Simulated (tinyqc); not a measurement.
Kinetics of strain relaxation and threading dislocations in mismatched semiconductor layers: one step, computed by the program tinyqc.

60-degree dislocations on {111} planes of a (001) layer, isotropic elasticity. The Schmid factor is 1/sqrt(6), and a misfit segment relieves strain with b/2.

Question. Excess stress and glide velocity at the start. Excess resolved stress tau = (1/sqrt 6) [2 G (1 + nu)/(1 - nu)] (e - e_eq), e_eq = b (1 - nu/4) [ln(h/b) + 1]/(4 pi (1 + nu) h), the Matthews-Blakeslee strain of an uncapped layer; glide velocity v = v0 tau exp(-Q/(k_B T)), tau in MPa.

Inputs (values chosen for the exercise, modelled on Ge on Si):
```
quantity                    value         unit
misfit f                   0.0451            -
shear modulus G              57.9          GPa
Poisson ratio nu             0.26            -
Burgers vector b                4     angstrom
glide activation energy Q    1.58           eV
velocity prefactor v0       24000  m/s per MPa
layer thickness h              28           nm
anneal temperature T          624            K
```

Constants: k_B = 8.617333262e-05 eV/K.

Give: equilibrium strain e_eq; excess stress tau; mobility v/tau; initial velocity.

Answer.

equilibrium strain e_eq = 0.0044276

excess stress tau = 3273.9 MPa

mobility v/tau = 4.1614e-09 m/s per MPa

initial velocity = 13.624 micrometre/s

Caution: at stresses above about 1 GPa the linear velocity law understates glide, as stress lowers the kink barrier. Caution: at such misfit the layer islands and relaxes during the first nanometres, so a uniform strained start is an idealisation.
